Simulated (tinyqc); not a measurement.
Two-valley model of the transferred-electron effect: one step, computed by the program tinyqc. Command: `OMP_NUM_THREADS=1 python tinyqc.py 3028188 3028189 out.jsonl gunn walk`. One thread of a shared host (Intel(R) Xeon(R) Processor @ 2.30GHz), about 0.01 s of CPU time with the checks.

Both kinds of valley share one electron temperature T_e, and each has a constant mobility.

Problem. Velocity. Density-of-states ratio R = Z (m2/m1)^(3/2); n2/n1 = R exp(-dE/(k_B T_e)); mean mobility mu = (mu1 + mu2 n2/n1)/(1 + n2/n1); energy balance e mu F^2 = (3/2) k_B (T_e - T)/tau_E; v = mu F.

Inputs (values chosen for the exercise, for a model semiconductor): central-valley mass m1 = 0.046 m_0; satellite-valley mass m2 = 0.28 m_0; satellite valleys Z = 6; valley separation dE = 0.75 eV; central-valley mobility mu1 = 16000 cm^2/(V s); satellite-valley mobility mu2 = 140 cm^2/(V s); lattice temperature T = 350 K; electric field F = 1.3 kV/cm.

Solver: bisection.

electron temperature T_e = 747.1528 K

Constants: k_B = 8.617333262e-05 eV/K.

Give: share in the satellites; mean mobility; drift velocity.

Solution.

share in the satellites = 0.078601 %

mean mobility = 15988 cm^2/(V s)

drift velocity = 2.0784 1e7 cm/s
